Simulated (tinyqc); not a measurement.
Special k points of the bcc lattice, step by step. Values are carried at full precision from step to step, so a last printed digit may differ when a step is redone from the rounded ones.

Lattice vectors in units of a: a1 = (-1/2, 1/2, 1/2), a2 = (1/2, -1/2, 1/2), a3 = (1/2, 1/2, -1/2); reciprocal vectors b_i with a_i . b_j = 2 pi delta_ij. Mesh: k = sum_i f_i b_i with f_i = (2 j_i + shift)/(2 N), j_i = 0 .. N-1. The point group of the lattice has 48 operations; only those that map the mesh onto itself are used.

Values chosen for the exercise: N = 4 (points along each reciprocal vector); shift = 1 (half steps); D = 2.34 eV (half gap term); t = 0.45 eV (coupling); e0 = 1.35 eV (offset).

## Irreducible points and weights

Join points that an operation carries into one another (modulo reciprocal vectors); list each class by its first point in the order of (j1, j2, ...).

Irreducible points:
```
f1          f2      f3  weight
0.1250  0.1250  0.1250       8
0.1250  0.1250  0.3750      12
0.1250  0.1250  0.8750       6
0.1250  0.3750  0.6250      24
0.1250  0.6250  0.6250       8
0.3750  0.3750  0.6250       6
```

operations that keep the mesh = 48
irreducible points = 6

The weights add up to 64 = N^3; symmetry saves a factor 10.7.

## Which stars the mesh integrates

A_m(k) = sum over the m-th star of lattice vectors R of cos(k . R), stars in order of length: m = 1: |R|^2 = 0.75, 8 vectors, such as (1, 1, 1) in the basis a_i; m = 2: |R|^2 = 1, 6 vectors, such as (1, 1, 0) in the basis a_i; m = 3: |R|^2 = 2, 12 vectors, such as (2, 1, 1) in the basis a_i; m = 4: |R|^2 = 2.75, 24 vectors, such as (2, 2, 1) in the basis a_i; m = 5: |R|^2 = 3, 8 vectors, such as (2, 2, 2) in the basis a_i; m = 6: |R|^2 = 4, 6 vectors, such as (2, 2, 0) in the basis a_i. The zone mean of every A_m is zero.

Lattice vectors in units of a: a1 = (-1/2, 1/2, 1/2), a2 = (1/2, -1/2, 1/2), a3 = (1/2, 1/2, -1/2); f are fractions of the reciprocal vectors. Evaluate the first six A_m at each irreducible point (k . R = 2 pi sum f_i n_i) and form the weighted means.

A_m at the points, rows 1, 2, 3, 4, 5, 6; columns m=1, m=2, m=3, m=4, m=5, m=6:
$$\begin{pmatrix}
2.828 & 0.000 & 0.000 & -8.485 & 0.000 & -6.000 \\
0.000 & -4.000 & 4.000 & 0.000 & 0.000 & 2.000 \\
5.657 & 4.000 & 4.000 & 5.657 & 0.000 & 2.000 \\
0.000 & 0.000 & -4.000 & 0.000 & 0.000 & 2.000 \\
-2.828 & 0.000 & 0.000 & 8.485 & 0.000 & -6.000 \\
-5.657 & 4.000 & 4.000 & -5.657 & 0.000 & 2.000
\end{pmatrix}$$

weighted means: m=1 0.000, m=2 0.000, m=3 0.000, m=4 0.000, m=5 0.000, m=6 0.000

All six means vanish: the mesh is exact for functions whose Fourier series ends within these stars.

## A zone average from the irreducible points

Test function, the lower band of a two-band insulator: E(k) = -sqrt(D^2 + (e0 - t A_1(k))^2).

Lattice vectors in units of a: a1 = (-1/2, 1/2, 1/2), a2 = (1/2, -1/2, 1/2), a3 = (1/2, 1/2, -1/2). Evaluate E at each point and take the weighted mean; the reference uses the unshifted mesh with N = 24.

E at the points (eV): [-2.3413, -2.7015, -2.6277, -2.7015, -3.5149, -4.5444]

weighted mean = -2.9240 eV
reference mean = -2.9230 eV

The error is -0.96 meV with 6 points.

## Checks

- Weighted mean over irreducible points against the plain mean over the whole mesh (eV): both -2.924001.
- Reference mean against a mesh of N = 30 (eV): both -2.9230.

Program tinyqc; command `OMP_NUM_THREADS=1 python tinyqc.py 1681367 1681368 out.jsonl`; about 0.2 s on one thread of a shared Intel(R) Xeon(R) Processor @ 2.30GHz.
